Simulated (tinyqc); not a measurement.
Tight binding, kagome lattice, step by step. One step of it, computed by the program tinyqc.

Question. Bloch Hamiltonian at K. H_AB = -t1 - t2 exp(-i k.a1), H_AC = -t1 - t2 exp(-i k.a2), H_BC = -t1 - t2 exp(i k.(a1 - a2)), H_CC = delta.

Parameters chosen for this model:
```
parameter     value                unit
t1         0.750000    eV, up triangles
t2         0.480000  eV, down triangles
delta      0.420000        eV on site C
```

k point K (fractions of the reciprocal vectors): 0.333333  0.666667

Give: H(k) at K.

Answer.

H(k) at K (eV), lower triangle (Hermitian):
```
                 A                B       C
A           0.0000
B  -0.5100-0.4157i           0.0000
C  -0.5100+0.4157i  -0.5100-0.4157i  0.4200
```
